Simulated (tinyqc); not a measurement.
Inside a calculation. Method: Hueckel theory of the pi electrons, for the molecule BC=C[CH2+] (SMILES; centres numbered as the heavy atoms are written). Computed by tinyqc, a small Python program that keeps every step. Settings: charge = 1. Command: `OMP_NUM_THREADS=1 python tinyqc.py 24744 24745 out.jsonl` (the two numbers bound the seeds that draw the settings). One thread of a shared host (Intel(R) Xeon(R) Processor @ 2.60GHz), about 0.01 s of CPU time with the checks.

## The Hueckel matrix

Centres:
```
centre  z_r, pi electrons of the neutral centre        h
1B                                            0  -1.0400
2C                                            1   0.0000
3C                                            1   0.0000
4C                                            1   0.0000
```

Bonds:
```
i  j       k
1  2  0.6100
2  3       1
3  4       1
```

H_rr = alpha + h_r beta, H_rs = k_rs beta for bonded centres.

Hueckel matrix in units of beta (H = alpha + beta A), lower triangle:
```
         1B      2C      3C      4C
1B  -1.0400
2C   0.6100  0.0000
3C   0.0000  1.0000  0.0000
4C   0.0000  0.0000  1.0000  0.0000
```

## Orbitals

pi electrons, sum of z_r less the charge = 2

Diagonalise; E = alpha + x beta with beta < 0, so the largest x are filled first; degenerate levels share their electrons. P = sum n_i c_ri c_si; each orbital has its largest coefficient positive (the first on a tie).

x values: 1.4541  0.1540  -1.0226  -1.6254

occupations: 2.0000  0.0000  0.0000  0.0000

coefficients:
```
       MO1      MO2      MO3      MO4
1B  0.1295  -0.3343   0.7453   0.5621
2C  0.5294  -0.6544   0.0213  -0.5395
3C  0.6908   0.1032  -0.4764   0.5340
4C  0.4751   0.6703   0.4659  -0.3285
```

charge and bond-order matrix P, lower triangle:
```
        1B      2C      3C      4C
1B  0.0335
2C  0.1371  0.5606
3C  0.1789  0.7315  0.9545
4C  0.1230  0.5030  0.6564  0.4514
```

## Energy, charges, bond orders

E = sum n x; q_r = z_r - P_rr; bond order p = P_rs; free valence = sqrt(3) - sum of p over the bonds of the atom.

pi energy = 2 alpha + this times beta = 2.9082

pi charges: 1B -0.0335, 2C 0.4394, 3C 0.0455, 4C 0.5486

Bond orders and lengths from R = 1.517 - 0.180 p (angstrom, C-C alone):
```
bond       p       R
1-2   0.1371       -
2-3   0.7315  1.3853
3-4   0.6564  1.3988
```

free valence of the carbons: 2C 0.8635, 3C 0.3442, 4C 1.0756

gap between the highest filled and the next level = 1.3001 |beta|
